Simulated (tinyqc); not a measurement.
# Length offset and series resistance from crossing lines

Problem. R_total = Rs + k (L - dL)/Vo with constant Rs, dL and k. Find k, dL and Rs.

R_total at (L, Vo) = (45, 0.37), (90, 0.37), (45, 0.79) and (90, 0.79), L in nm and Vo in V (ohm um): [697.64865, 1220.6216, 443.70886, 688.64557]

Answer. At each overdrive R is a straight line in L with slope k/Vo; the two lines cross at L = dL, R = Rs.

k = 4.300 ohm um V/nm
dL = 3.900 nm
Rs = 220.0 ohm um

Numbers from tinyqc (`OMP_NUM_THREADS=1 python tinyqc.py 2282218 2282219 out.jsonl`; about 0.03 s on one thread of a shared Intel Xeon 2.30GHz).
